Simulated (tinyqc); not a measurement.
# Admittance spectroscopy of a deep trap: admittance against temperature

Schottky contact on an n-type layer with shallow donors Nd (all ionised) and a donor-like deep trap, neutral when filled and positive when empty; depletion approximation. Traps within lam of the depletion edge stay filled. The traps at xt = W - lam, where the level crosses the Fermi level, follow a slow signal and not a fast one. w = 2 pi f.

Emission rate en = sn vth(T) Nc(T) exp(-Et/kB T) = sn g T^2 exp(-Et/kB T), g = vth Nc/(300 K)^2, as vth goes as T^0.5 and Nc as T^1.5 (degeneracy factor 1). lam = sqrt(2 eps0 eps_r (EF - ET)/(q Nd)), EF - ET = Et - (kB T/q) ln(Nc(T)/Nd), Nc(T) = Nc (T/300 K)^1.5. In the steady state at the band bending V, 2 eps0 eps_r V/q = Nd W^2 + Nt (W - lam)^2 (the second term only if W > lam). V = Vbi + Vr. C_HF = eps0 eps_r/W, C_LF = eps0 eps_r (Nd + Nt)/(Nd W + Nt xt). Inflection frequency w0 = 2 en [1 + Nt xt/(Nd W)]; C = C_HF + (C_LF - C_HF)/(1 + (w/w0)^2), G/w = (C_LF - C_HF)(w/w0)/(1 + (w/w0)^2).

Parameters, values chosen for the exercise; material values close to those of 4H silicon carbide:
```
symbol,value,unit,meaning
eps_r,9.52,,relative permittivity
Nc,1.73e19,cm^-3,conduction-band density of states at 300 K
vth,1.9e7,cm/s,thermal velocity at 300 K
Nd,2.5e16,cm^-3,shallow donor density
Vbi,1.46,V,built-in voltage
Et,0.56,eV,depth of the trap below the conduction edge
sn,5.2e-16,cm^2,capture cross-section
Nt,2.1e15,cm^-3,trap density
Vr,1.8,V,reverse bias
f,7100,Hz,signal frequency
```

Constants: q = 1.602176634e-19 C, kB = 1.380649e-23 J/K, eps0 = 8.8541878128e-14 F/cm where lengths are in cm. Results are converted to the units shown.

Result of one run:
```
w0/(2 pi) (Hz)	C (nF/cm^2)	G/w (nF/cm^2)
1.264e5	23.77	0.03031
```

Which temperature T gave this result: 356, 372, 388, 420 or 467 K?

T = 467 K.

The whole series:
```
T (K)	w0/(2 pi) (Hz)	C (nF/cm^2)	G/w (nF/cm^2)
325	139.5	23.16	0.01248
341	392.6	23.17	0.03449
356	955.4	23.19	0.08149
372	2288	23.24	0.1771
388	5119	23.39	0.2828
404	1.078e4	23.60	0.2690
420	2.151e4	23.72	0.1711
436	4.092e4	23.76	0.09495
452	7.457e4	23.77	0.05211
467	1.264e5	23.77	0.03031
483	2.145e5	23.76	0.01750
```

G/w goes from 0.0125 through a maximum of 0.283 (at T = 388 K among the rows listed) to 0.0175 nF/cm^2, where w0 passes the signal: w0/(2 pi) rises from 139 to 2.14e5 Hz. C rises from 23.2 to 23.8 nF/cm^2.

tinyqc, about 0.01 s, one thread, Intel Xeon 2.30GHz (shared host): `OMP_NUM_THREADS=1 python tinyqc.py 2050085 2050086 out.jsonl`
